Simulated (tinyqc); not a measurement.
From results to parameters: diatomic chain. Computed by the program tinyqc.

Problem. A chain of two alternating masses has one spring constant k; at the zone edge omega^2 = 2k/M and 2k/m, and wavenumber = 521.4708 sqrt(omega^2) with omega^2 in eV/(angstrom^2 u). Find k, the heavier mass and the optical wavenumber at q = 0.

wavenumbers at the zone edge (cm^-1): 234.383694  290.754849
lighter mass = 38.600000 u

Solution. The upper value gives k = m omega^2/2, the ratio of the squares gives M/m, and at q = 0 omega^2 = 2k (1/m + 1/M), the sum of the two.

k = 6.000 eV/angstrom^2
heavier mass = 59.400 u
optical wavenumber at q = 0 = 373.4623 cm^-1
